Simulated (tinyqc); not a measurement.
## Capacitance shares from swing and barrier lowering

Inverse problem. Below threshold the charge is negligible, so the band edge moves as -(aG Vg + aD Vd), aG = CG/CS, aD = CD/CS (CG, CD the capacitances of the barrier top to gate and drain, CS the total), and I goes as exp((aG Vg + aD Vd)/Vt) once Vd is well above Vt. Find aG, aD, CS and CD.

Parameters, values chosen for the exercise:
```
symbol  value  unit      meaning
T         350     K  temperature
```

Constants: q = 1.602176634e-19 C, kB = 1.380649e-23 J/K, Vt = kB T/q. Results are converted to the units shown.

swing = 85.737655 mV/decade
DIBL = 132.09877 mV/V
CG = 1.8172601 pF/cm

Answer. The swing is Vt ln 10/aG and the DIBL, -dVg/dVd at fixed current, is aD/aG.

aG = 0.810
aD = 0.107
CS = 2.24 pF/cm
CD = 0.240 pF/cm

tinyqc, about 0.09 s, one thread, Intel Xeon 2.30GHz (shared host): `OMP_NUM_THREADS=1 python tinyqc.py 2400107 2400108 out.jsonl`
